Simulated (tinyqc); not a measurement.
The 3-omega method: a line heater on a substrate with a thin film: one step, computed by the program tinyqc. Command: `OMP_NUM_THREADS=1 python tinyqc.py 3022011 3022012 out.jsonl threeomega walk`. One thread of a shared host (Intel(R) Xeon(R) Processor @ 2.30GHz), about 0.01 s of CPU time with the checks.

A current at angular frequency omega = 2 pi f heats the line at 2 omega with the amplitude P per length; the temperature swing Delta T at 2 omega gives a voltage at 3 omega. The substrate is taken as semi-infinite and isotropic, and the heat capacity of heater and film is left out.

Question. Penetration depth. D = kappa/C; q = sqrt(2 i omega/D); penetration depth 1/|q| = sqrt(D/(2 omega)).

Inputs (values chosen for the exercise, modelled on a phase-change telluride on silicon):
```
quantity                      value           unit
substrate conductivity kappa    140        W/(m K)
substrate heat capacity C      1.64  1e6 J/(m^3 K)
heater half-width b             3.1     micrometre
current frequency f            1100             Hz
substrate thickness d_s         725     micrometre
```

Give: diffusivity D; penetration depth; |q| b; penetration depth / d_s.

Answer.

diffusivity D = 85.366 mm^2/s

penetration depth = 78.585 micrometre

|q| b = 0.039448

penetration depth / d_s = 0.10839
